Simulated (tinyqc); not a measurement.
From results back to parameters: pi bands of a honeycomb layer in tight binding. Three cases, with inputs chosen for the exercise.

Problem. With nearest hopping t, overlap s0 of neighbours and w the size of the sum of the three phase factors, the levels are -t w/(1 + s0 w) and t w/(1 - s0 w). The levels at Gamma (w = 3) come from hidden t and s0.

Find: t, s0; difference at M (w = 1).

Method. The reciprocals of the sizes add to 2/(3t) and differ by 2 s0/t.

Case 1.

levels at Gamma (eV): lower -8.32117, upper 10.08850

Solution.

t, s0: 3.040  0.032

difference at M (w = 1) = 6.086 eV

Case 2.

levels at Gamma (eV): lower -6.81275, upper 11.47651

Solution.

t, s0: 2.850  0.085

difference at M (w = 1) = 5.741 eV

Case 3.

levels at Gamma (eV): lower -5.81323, upper 10.44755

Solution.

t, s0: 2.490  0.095

difference at M (w = 1) = 5.025 eV

Computed by tinyqc, one run a case: `OMP_NUM_THREADS=1 python tinyqc.py N N+1 out.jsonl` with N = 1481764, 1481770, 1481917; one thread of a shared Intel(R) Xeon(R) Processor @ 2.30GHz, about 0.01 s a run at most.
